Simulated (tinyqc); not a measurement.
Bottom-up copper filling of a trench by curvature-enhanced accelerator coverage. From ratio v(1)/v(theta_0) back to starting coverage theta_0. Computed by tinyqc, a small Python program. Command: `OMP_NUM_THREADS=1 python tinyqc.py 3024607 3024608 out.jsonl superfill inv`. One thread of a shared host (Intel(R) Xeon(R) Processor @ 2.30GHz), about 0.1 s of CPU time with the checks.

A rectangular trench keeps vertical walls and a flat floor. An accelerator floats on the surface; where area is lost in the corners it is passed on to the floor.

Inputs (values chosen for the exercise, close to those used for damascene copper plating):
```
quantity                                           value     unit
exchange current of the suppressed surface i_0     0.025  mA/cm^2
exchange current of the accelerated surface i_1      1.4  mA/cm^2
transfer coefficient alpha                          0.49        -
overpotential eta                                   0.16        V
cupric ion concentration C                          0.22    mol/l
diffusivity D                                    4.8e-06   cm^2/s
boundary layer delta                                  64       um
temperature T                                        298        K
```

Constants: e = 1.602176634e-19 C; N_A = 6.02214076e+23 1/mol; k_B = 8.617333262e-05 eV/K.

Method. Kinetic current i_k = [i_0 (1 - theta) + i_1 theta] exp(alpha eta/(k_B T)), limit i_L = 2 F D C/delta, i = 1/(1/i_k + 1/i_L); velocity v = i Omega/(2F), Omega = 7.11 cm^3/mol, F = e N_A. Depletion inside the trench is ignored.

Question. A run gave the result below. Find the starting coverage theta_0, known to lie between 0.029 and 0.065.

ratio v(1)/v(theta_0) = 9.957459

Answer.

Each step takes the trial c = (a f_b - b f_a)/(f_b - f_a), f being the result less the target and a, b, c the logarithms of the listed values; c replaces end b, the old b replaces a if the sign of f changed, and otherwise f_a is halved.

Scan of the range:
```
starting coverage theta_0  ratio v(1)/v(theta_0)
0.0290                                   11.6564
0.0332                                   10.7430
0.0380                                    9.8664
0.0434                                    9.0435
0.0497                                    8.2489
0.0568                                    7.5135
0.0650                                    6.8204
```

False position (Illinois rule, in the logarithm of the input) inside the bracket:
```
step      end a      end b      trial  ratio v(1)/v(theta_0)
1     0.0332000  0.0380000  0.0374706                9.95565
2     0.0332000  0.0374706  0.0374498                9.95919
3     0.0374706  0.0374498  0.0374600                9.95746
4     0.0374498  0.0374600  0.0374600                9.95746
```

Ratio v(1)/v(theta_0) falls at every point of a 13-point scan of the range (every second point is shown), so one value fits; it is bracketed by 0.0332 and 0.0380. Answer: starting coverage theta_0 = 0.03746.
